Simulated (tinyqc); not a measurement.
What each parameter does: strain-driven crossing of the Gamma and L valleys in a germanium-like crystal.

Biaxial loads: e0 is the in-plane strain e_par and the normal is free. (001): e_perp = -2 (C12/C11) e_par; exx = eyy = e_par, ezz = e_perp, no shear. (111): e_perp = -(2 C11 + 4 C12 - 4 C44)/(C11 + 2 C12 + 4 C44) e_par; exx = eyy = ezz = (2 e_par + e_perp)/3 and exy = eyz = ezx = (e_perp - e_par)/3. (110): e_perp = -(C11 + 3 C12 - 2 C44)/(C11 + C12 + 2 C44) e_par; exx = eyy = (e_par + e_perp)/2, ezz = e_par, exy = (e_perp - e_par)/2, eyz = ezx = 0. Uniaxial loads: a stress along n, scaled so that n.e.n = e0, with exx = s11 sxx + s12 (syy + szz), exy = s44 sxy/2, s11 = (C11 + C12)/((C11 - C12)(C11 + 2 C12)), s12 = -C12/((C11 - C12)(C11 + 2 C12)), s44 = 1/C44.

Edges from the unstrained valence top: Gamma at Eg + ac tr(e); an L valley with unit axis u at EgL + aL tr(e) + XuL (u.e.u - tr(e)/3), u along [111], [1-1-1], [-11-1], [-1-11]; valence edges are the levels of the 6 x 6 matrix of X, Y, Z times spin with -Dso/3 + l exx + m (eyy + ezz) on the diagonal (cyclic), n exy off it, l = av + 2 b, m = av - b, n = sqrt(3) d. Spin-orbit term (Dso/3) L.sigma on X, Y, Z with (L_k)_ij = -i epsilon_kij: <X+|H|Y+> = -i Dso/3, <X+|H|Z-> = Dso/3, <Y+|H|Z-> = -i Dso/3, <Z+|H|X-> = -Dso/3, <Z+|H|Y-> = i Dso/3, <X-|H|Y-> = i Dso/3, and their conjugates; + and - are the spin along z.

Parameters, chosen for this exercise (near those of Ge, gaps at low temperature; the results hold for these values, not for the real material): Eg = 0.9 eV (gap at Gamma to the s-like level); EgL = 0.751 eV (gap to L); Dso = 0.285 eV (spin-orbit splitting); ac = -8.18 eV (conduction deformation potential); av = 1.26 eV (valence hydrostatic potential); b = -2.52 eV (tetragonal shear potential); d = -5.36 eV (trigonal shear potential); aL = -1.4 eV (hydrostatic potential of the L edge, Xd + Xu/3); XuL = 16.42 eV (uniaxial potential, L); C11 = 129.4 GPa; C12 = 47.4 GPa; C44 = 66.7 GPa; load = biaxial (001) (kind of strain); e0 = 0.0118 (size of the strain).

Direct gap, Gamma minus the lowest L edge and the valence splitting.

Results for these values:
```
case,direct gap (eV),Gamma - L (meV),valence splitting (meV)
base,0.6922,47.6,118.1
```

What happens to each result for C12 = 40.29 GPa, all else kept?

Answer: direct gap falls from 0.6922 to 0.6849; Gamma - L falls from 47.6 to 38.8; valence splitting falls from 118.1 to 109.9.

The same for each parameter in turn:
```
case,direct gap (eV),Gamma - L (meV),valence splitting (meV)
base,0.6922,47.6,118.1
XuL = 18.883 eV,0.6922,47.6,118.1
Dso = 0.32775 eV,0.6938,47.6,116.6
b = -2.898 eV,0.6803,47.6,137.8
ac = -6.953 eV,0.7106,66.0,118.1
e0 = 0.01003,0.7249,62.8,98.9
C12 = 40.29 GPa,0.6849,38.8,109.9
d = -6.164 eV,0.6922,47.6,118.1
```

Computed by tinyqc, a small Python program: `OMP_NUM_THREADS=1 python tinyqc.py 1050216 1050217 out.jsonl` (the numbers bound the seed that draws the inputs); one thread of a shared host (Intel(R) Xeon(R) Processor @ 2.30GHz), about 0.01 s for the whole set of steps.
